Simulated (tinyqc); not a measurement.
## Thickness from two neighbouring fringes

Question. At normal incidence a transparent film with an index between those of air and substrate, taken as constant, has reflectance minima at 2 n1 d = (m + 1/2) lam (small phase shifts at the substrate neglected). Find d and the order m of the shorter wavelength.

Values chosen for this exercise: index of the transparent film n1 = 1.655.

wavelengths of two neighbouring reflectance minima (nm): [440, 498.66667]

Answer. Neighbouring orders differ by one: 2 n1 d (1/lam1 - 1/lam2) = 1.

d = 1.13e3 nm
m = 8

Program tinyqc, `OMP_NUM_THREADS=1 python tinyqc.py 2870224 2870225 out.jsonl`; Intel Xeon 2.30GHz, shared host, one thread, about 0.3 s.
